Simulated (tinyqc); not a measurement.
From results back to parameters: effective mass of the heavy-hole band from tabulated energies. Two cases, with inputs chosen for the exercise.

Problem. A band follows E (1 + alpha E) = c k^2/m, c = hbar^2/2m0. Its energies at two wave vectors are given.

Constants: hbar^2/2m0 = 3.80998211 eV angstrom^2.

Case 1.

Values chosen (out of a larger set: band of an eight-band Kane model near Ge; not measured data): k12 = (0.039, 0.104) 1/angstrom (two wave vectors).

energies (meV): 14.58584  74.48682

Case 2.

Values chosen (out of a larger set: band of an eight-band Kane model near CdTe; not measured data): k12 = (0.09, 0.24) 1/angstrom (two wave vectors).

energies (meV): 44.34527  302.64007

Find: y = c k^2/E; m; alpha.
Solution. y = m + m alpha E is a straight line through the two points.

Case 1.

y = c k^2/E (m0): 0.39730  0.55324
m = 0.3593 m0
alpha = 7.24 1/eV

Case 2.

y = c k^2/E (m0): 0.69592  0.72514
m = 0.6909 m0
alpha = 0.16 1/eV

Computed by tinyqc, one run a case: `OMP_NUM_THREADS=1 python tinyqc.py N N+1 out.jsonl` with N = 1850427, 1850646; one thread of a shared Intel(R) Xeon(R) Processor @ 2.30GHz, about 0.01 s a run at most.
